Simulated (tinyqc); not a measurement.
## Inductance and parasitic capacitance from two readings

Question. A loss-free coil L in parallel with C shows the apparent inductance L/(1 - w^2 L C), w = 2 pi f. Find L, C and the self-resonance 1/(2 pi sqrt(L C)).

apparent inductance at 2.3 and 3.7 GHz (nH): 9.8955211  17.257629

Solution. The inverse of the reading is 1/L - w^2 C, a straight line in w^2.

L = 7.800 nH
C = 130.0 fF
self-resonance = 4.998 GHz

Program tinyqc, `OMP_NUM_THREADS=1 python tinyqc.py 2302162 2302163 out.jsonl`; Intel Xeon 2.30GHz, shared host, one thread, about 0.01 s.
